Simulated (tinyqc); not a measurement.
Inside a calculation. Model: strained alloy layer of InAs and AlAs on (001) InP, model-solid band line-up.

tinyqc, about 0.01 s, one thread, Intel Xeon 2.30GHz (shared host): `OMP_NUM_THREADS=1 python tinyqc.py 2690006 2690007 out.jsonl` Printed values are rounded.

The layer is x parts of the first compound and 1 - x of the second, grown coherently on the third as substrate and barrier. Rows of the table: lattice constant a, average valence level Ea on an absolute scale, spin-orbit splitting so, gaps at Gamma, X and L, hydrostatic deformation potentials av and ac (Gamma), shear potential b, elastic constants, electron and heavy-hole (along z) masses. All are interpolated linearly in x; gaps get -C x (1 - x), taken wholly in the conduction band; real line-ups can differ from this model by 0.1 eV or more.

Inputs (values chosen for the exercise):
- x = 0.54 (fraction of the first compound in the layer)
- CG = 0.7 eV (bowing of the Gamma gap)
- CX = 0 eV (bowing of the X gap)
- CL = 0 eV (bowing of the L gap)

## Relaxed alloy and strain

Binary compounds, values chosen for the exercise:
```
	close to InAs	close to AlAs	close to InP
a (angstrom)	6.058	5.661	5.869
Ea (eV)	-6.67	-7.49	-7.04
so (eV)	0.377	0.283	0.11
EG (eV)	0.349	2.99	1.35
EX (eV)	1.38	2.16	2.17
EL (eV)	1.08	2.37	1.91
av (eV)	1	2.43	1.28
ac (eV)	-5.1	-5.66	-5.02
b (eV)	-1.78	-1.51	-1.71
c11 (GPa)	82.9	124	101
c12 (GPa)	45.6	53.8	55.4
me (m0)	0.0227	0.151	0.0795
mh (m0)	0.326	0.463	0.534
```

In-plane strain e = (a_substrate - a)/a, e_z = -2 (c12/c11) e, volume change 2 e + e_z.

a = 5.875380 angstrom
Gamma gap = 1.389980 eV
X gap = 1.738800 eV
L gap = 1.673400 eV
e = -0.1085887 %
e_z = 0.1053227 %
volume change = -0.1118547 %

The relaxed alloy has its lowest gap at Gamma (direct). The layer is under compressive in-plane strain.

## Band edges and offsets

In-plane strain e = (a_substrate - a)/a, e_z = -2 (c12/c11) e, volume change 2 e + e_z. With v = 2 e + e_z and d = 2 b (e_z - e): Eav = Ea + av v; E_hh = Eav + so/3 - d/2; E_lh = Eav - so/6 + d/4 + sqrt(so^2 + so d + 9 d^2/4)/2; E_c = Ea + so/3 + EG + ac v (Gamma). Substrate: E_v = Ea + so/3, E_c = E_v + EG. Well depths: dEc = E_c(substrate) - E_c, dEhh = E_hh - E_v(substrate), dElh likewise; strained Gamma gap E_c - max(E_hh, E_lh); positive values confine carriers in the layer.

d = -0.007083891 eV
E_hh = -6.934259 eV
E_lh = -6.941267 eV
E_c = -5.539974 eV
strained Gamma gap = 1.394285 eV
dEc = -0.1133594 eV
dEhh = 0.06907428 eV
dElh = 0.06206636 eV

The heavy-hole band lies on top, by 7.01 meV. At Gamma the line-up is type II, holes in the layer and electrons outside.

## Critical thickness

In-plane strain e = (a_substrate - a)/a. Matthews-Blakeslee for 60-degree dislocations in a single layer: hc = k (ln(hc/bv) + 1), k = bv (1 - nu/4)/(4 pi |e| (1 + nu)), nu = c12/(c11 + c12), bv = a/sqrt(2); the larger root.

nu = 0.3265819
bv = 0.4154521 nm
hc = 144.3953 nm

The layer, Lw = 9.9 nm, is thinner than hc, so it stays coherent by this criterion.
